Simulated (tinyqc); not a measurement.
What the excited states change: donors on two lattice sites with valley-orbit split states.

Each donor binds at most one electron, in any of its states. For a site s, W_s = sum over its states of g exp(E/kT), and the ionised share is 1/(1 + W_s exp(eta)), eta = (EF - Ec)/kT; n = Nc F_1/2(eta); neutrality n + NA = ND x (mean ionised share, the two sites in equal numbers); holes are neglected. Nc from N = 2 (m kB T/(4 pi c))^(3/2) with c = hbar^2/2m0, in 1/angstrom^3; times 1e24 for 1/cm^3, m = md. F_j(eta) = (1/Gamma(j + 1)) integral_0^infinity x^j dx/(1 + exp(x - eta)), which tends to exp(eta) for eta << 0.

Constants: hbar^2/2m0 = 3.80998211 eV angstrom^2; kB = 8.617333262e-05 eV/K.

Values chosen for the exercise (near those of nitrogen in 4H-SiC; shifted at random, so the results belong to these values and not to a real crystal): md = 0.801 m0 (density-of-states mass of the conduction band); E = (58.8, 50.6, 114.2, 71.8) meV (binding energies of h ground, h excited, k ground, k excited); g = (2, 4, 2, 4) (their degeneracies with spin); ND = 7.2e+17 1/cm^3 (donors, half on each site); NA = 0 1/cm^3 (compensating acceptors, all ionised).

The last columns keep only the ground state of each site (g = 2).

Results:
```
T (K)  effective degeneracy, h site    eta  n (1/cm^3)  n, ground states only  ratio
40                             2.37  -9.41    7.21e+13               7.84e+13  0.919
60                             2.82  -6.96    1.53e+15               1.82e+15  0.843
80                             3.22  -5.82    7.32e+15               9.26e+15  0.791
110                            3.68  -4.99    2.71e+16               3.62e+16  0.748
150                            4.12  -4.50    7.00e+16               9.53e+16  0.735
250                            4.73  -4.17    2.10e+17               2.66e+17  0.791
300                            4.91  -4.15    2.83e+17               3.47e+17  0.816
400                            5.15  -4.21    4.10e+17               4.85e+17  0.846
500                            5.31  -4.34    5.02e+17               5.75e+17  0.873
```

Give the missing row, T (K) = 200.

Computed row:
```
T (K)  effective degeneracy, h site    eta  n (1/cm^3)  n, ground states only  ratio
200                            4.49  -4.26    1.37e+17               1.81e+17  0.757
```

The effective degeneracy grows from 2.37 to 5.31. Excited states hold electrons back, so the ratio is never above 1; it is lowest, 0.735, at 150 K of those listed, and 0.816 at 300 K. At low T the excited states empty out, and at high T more donors are ionised (n is 70 % of ND - NA in the last row), so the effect is largest in between.

Program tinyqc; command `OMP_NUM_THREADS=1 python tinyqc.py 1681481 1681482 out.jsonl`; about 0.02 s on one thread of a shared Intel(R) Xeon(R) Processor @ 2.30GHz.
